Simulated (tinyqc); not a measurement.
Inside a calculation. Model: van der Pauw, Hall and four-point-probe measurements on a doped layer.

Computed by the program tinyqc: `OMP_NUM_THREADS=1 python tinyqc.py 2850226 2850227 out.jsonl`, one thread of a shared Intel Xeon 2.30GHz, about 0.01 s for the whole run. Printed values are rounded.

A uniform p-type layer with sheet resistance Rs = 1/(q ns mu), point contacts, low field (mu B small).

Parameters, values chosen for the exercise: sheet density of the layer ns = 1.6e15 cm^-2; drift mobility mu = 54 cm^2/(V s); Hall factor rH = 0.8; magnetic field B = 0.3 T; current I = 100 uA; side ratio a/b of a rectangular sample with corner contacts ar = 2.02; thickness of the layer t = 320 nm.

Constants: q = 1.602176634e-19 C. Results are converted to the units shown.

## Resistances and Hall voltage

Rs = 1/(q ns mu). For a rectangle with contacts at the corners, RA = (8 Rs/pi) sum_(k>=0) ln coth((2k + 1) pi a/(2 b)) with current along a short side b and voltage along the opposite one, RB the same with a and b exchanged; Hall voltage VH = rH B I/(q ns), negative for electrons.

Rs = 72.2397 ohm/square
RA = 0.645220 ohm
RB = 82.4913 ohm
VH = 0.00936226 mV

RB/RA = 128; for a square both equal Rs ln 2/pi = 15.9 ohm.

## Starting value

z = 2 ln 2/(pi (RA + RB)), exact for RA = RB.

z at the start = 5.30779 mS

## Iteration 1: new z

The van der Pauw equation exp(-pi RA z) + exp(-pi RB z) = 1 is solved for z = 1/Rs: e1 = exp(-pi RA z), e2 = exp(-pi RB z), f = e1 + e2 - 1, f' = -pi (RA e1 + RB e2), z(new) = z - f/f'.

e1 = 0.989299
e2 = 0.252704
f = 0.242003
f' = -0.0674947 kohm
z after iteration 1 = 8.89330 mS

## Iteration 2: new z

As before.

e1 = 0.982135
e2 = 0.0997852
f = 0.0819198
f' = -0.0278506 kohm
z after iteration 2 = 11.8347 mS

## Iteration 3: new z

As before.

e1 = 0.976296
e2 = 0.0465600
f = 0.0228563
f' = -0.0140452 kohm
z after iteration 3 = 13.4620 mS

## Course of the iteration

Stop when the step is below 1e-10 mS, or after 40 iterations.

Course of the iteration:
```
iteration  z before the step (mS)  step (mS)
1                         5.30779       3.59
2                         8.89330       2.94
3                         11.8347       1.63
4                         13.4620      0.366
5                         13.8282     0.0146
6                         13.8428    2.17e-5
7                         13.8428   4.78e-11
```

Converged in 7 iterations.

## Sheet density, mobility and bulk values

converged z = 13.8428 mS

Rs = 1/z; Hall sheet density B I/(q |VH|); Hall mobility |VH|/(Rs B I); true values ns = rH times the Hall density, mu = Hall mobility/rH; bulk density ns/t, resistivity Rs t; correction factor F = Rs/[(pi/ln 2)(RA + RB)/2].

Rs = 72.2397 ohm/square
Hall sheet density = 2e15 cm^-2
Hall mobility = 43.2 cm^2/(V s)
ns = 1.6e15 cm^-2
mu = 54 cm^2/(V s)
bulk density = 5e19 cm^-3
resistivity = 0.00231167 ohm cm
F = 0.383433

Taking the mean of RA and RB without F would overstate Rs by 160 %.
